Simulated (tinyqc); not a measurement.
# Well width for a wanted wavelength

Problem. The layer is x parts of the first compound and 1 - x of the second, grown coherently on the second as substrate and barrier. Rows of the table: lattice constant a, average valence level Ea on an absolute scale, spin-orbit splitting so, gaps at Gamma, X and L, hydrostatic deformation potentials av and ac (Gamma), shear potential b, elastic constants, electron and heavy-hole (along z) masses. All are interpolated linearly in x; gaps get -C x (1 - x), taken wholly in the conduction band; real line-ups can differ from this model by 0.1 eV or more. In-plane strain e = (a_substrate - a)/a, e_z = -2 (c12/c11) e, volume change 2 e + e_z. With v = 2 e + e_z and d = 2 b (e_z - e): Eav = Ea + av v; E_hh = Eav + so/3 - d/2; E_lh = Eav - so/6 + d/4 + sqrt(so^2 + so d + 9 d^2/4)/2; E_c = Ea + so/3 + EG + ac v (Gamma). Substrate: E_v = Ea + so/3, E_c = E_v + EG. Well depths: dEc = E_c(substrate) - E_c, dEhh = E_hh - E_v(substrate), dElh likewise; strained Gamma gap E_c - max(E_hh, E_lh); positive values confine carriers in the layer. Lowest level of a finite well of width Lw and depth V: kw Lw/2 = arctan(sqrt((mw/mb)(V - E)/E)), kw = sqrt(mw E/C), C = hbar^2/(2 m0), for electrons (dEc) and heavy holes (dEhh), mb from the substrate; transition E_c - E_hh + both levels, without exciton binding; wavelength h c/E. Find Lw and the two levels.

Inputs (values chosen for the exercise): fraction of the first compound in the layer x = 0.06; bowing of the Gamma gap CG = 0.1 eV; bowing of the X gap CX = 0.27 eV; bowing of the L gap CL = 0.27 eV.

Constants: q = 1.602176634e-19 C, hbar = 1.054571817e-34 J s, h = 6.62607015e-34 J s, m0 = 9.1093837015e-31 kg, c = 299792458 m/s, hbar^2/(2 m0) = 0.0380998212 eV nm^2. Results are converted to the units shown.

Binary compounds, values chosen for the exercise:
```
	close to InAs	close to InP
a (angstrom)	6.058	5.869
Ea (eV)	-6.67	-7.04
so (eV)	0.38	0.11
EG (eV)	0.355	1.33
EX (eV)	1.39	2.21
EL (eV)	1.07	1.91
av (eV)	0.996	1.28
ac (eV)	-5.08	-5.03
b (eV)	-1.8	-1.68
c11 (GPa)	82.8	102
c12 (GPa)	44.8	55.4
me (m0)	0.023	0.0796
mh (m0)	0.328	0.532
```

wavelength = 953.13813 nm

Answer. Both levels fall steadily as the well widens, so the wavelength rises steadily and one width matches.

Lw = 5.200 nm
electron level = 20.46 meV
heavy-hole level = 10.17 meV

Numbers from tinyqc (`OMP_NUM_THREADS=1 python tinyqc.py 2690144 2690145 out.jsonl`; about 0.01 s on one thread of a shared Intel Xeon 2.30GHz).
